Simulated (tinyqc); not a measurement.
# Changing the pump speed S

Model: gas flow in a process chamber: flow regimes, conductance, effective pumping speed, pump-down, outgassing and purge. Computed by tinyqc, a small Python program. Command: `OMP_NUM_THREADS=1 python tinyqc.py 3120995 3120996 out.jsonl pump sweep`. One thread of a shared host (Intel(R) Xeon(R) Processor @ 2.30GHz), about 0.01 s of CPU time with the checks.

Ideal gas, isothermal flow, a pump of constant speed at the end of a round pipe; process gas, volume gas and outgassing are given the same properties. 1 sccm = 101325 Pa x 1e-6 m^3/60 s x T/273.15 K.

Inputs (values chosen for the exercise, modelled on oxygen near room temperature):
```
quantity                     value            unit
molar mass M                    32           g/mol
molecular diameter            0.36              nm
viscosity eta                 20.6   micropascal s
temperature T                  300               K
chamber volume V                 6               L
wall area                        1             m^2
pipe diameter d                  4              cm
pipe length l                  160              cm
process gas flow                52            sccm
outgassing rate after 1 h  7.6e-06  Pa m^3/(s m^2)
outgassing exponent n          1.2               -
target base pressure         7e-05              Pa
```

Constants: k_B = 1.380649e-23 J/K; u = 1.6605390666e-27 kg.

Method:
- Mean speed c = sqrt(8 k_B T/(pi m)); aperture conductance C_a = c pi d^2/16; molecular pipe C_m = C_a/(1 + 3 l/(4 d)) (Dushman form); viscous pipe C_v = pi d^4 p_mean/(128 eta l); Knudsen interpolation C = C_v + C_m (1 + x)/(1 + 1.24 x), x = d p_mean sqrt(m/(k_B T))/eta.
- Effective speed 1/S_eff = 1/S + 1/C_m; time constant V/S_eff; pressure at which the free path k_B T/(sqrt2 pi d_m^2 p) equals d.
- Steady flow: the pump inlet is at p_2 = Q/S, and the chamber pressure p_1 solves Q = C((p_1 + p_2)/2) (p_1 - p_2). Residence time = p_1 V/Q.
- Knudsen number = free path at the mean pressure over d.
- From the outgassing limit: t = 1 h x (q_1 A/(S_eff p_target))^(1/n) - 10 s; monolayer time at the target = 1e19 m^-2 x 4 k_B T/(p c) for unit sticking.

One run for each value:
```
pump speed S (L/s)  S_eff in molecular flow (L/s)  chamber pressure p_1 (Pa)  time to the target (h)
5                                          2.3726                     21.555                  24.193
13                                         3.3511                     11.807                  18.143
36                                         4.0119                      9.141                  15.616
97                                         4.3142                      8.552                  14.698
260                                        4.4380                      8.395                  14.356
690                                        4.4857                      8.346                  14.228
1900                                       4.5043                      8.328                  14.179
5000                                       4.5110                      8.322                  14.162
```

Over the rows, S_eff in molecular flow (L/s) rises from 2.37 to 4.51 (exponent d ln y / d ln x 0.36 between the first rows and 0.0015 between the last); chamber pressure p_1 (Pa) falls from 21.6 to 8.32 (exponent d ln y / d ln x -0.63 between the first rows and -7.5e-4 between the last); time to the target (h) falls from 24.2 to 14.2 (exponent d ln y / d ln x -0.30 between the first rows and -0.0013 between the last). At the high end the exponent of S_eff in molecular flow is 0.00, close to 0: the pipe limits.

Caution (rows 260, 690, 1900, 5000): S over the pipe area exceeds 0.3 of the mean molecular speed: the pipe end cannot pass this speed without choking, so p_2 = Q/S and the conductance formulas are only formal.
